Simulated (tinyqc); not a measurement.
From results to parameters: diatomic chain. Computed by the program tinyqc.

Problem. A chain of two alternating masses has one spring constant k; at the zone edge omega^2 = 2k/M and 2k/m, and wavenumber = 521.4708 sqrt(omega^2) with omega^2 in eV/(angstrom^2 u). Find k, the heavier mass and the optical wavenumber at q = 0.

wavenumbers at the zone edge (cm^-1): 248.812935  447.188253
lighter mass = 29.100000 u

Solution. The upper value gives k = m omega^2/2, the ratio of the squares gives M/m, and at q = 0 omega^2 = 2k (1/m + 1/M), the sum of the two.

k = 10.7000 eV/angstrom^2
heavier mass = 94.000 u
optical wavenumber at q = 0 = 511.7472 cm^-1
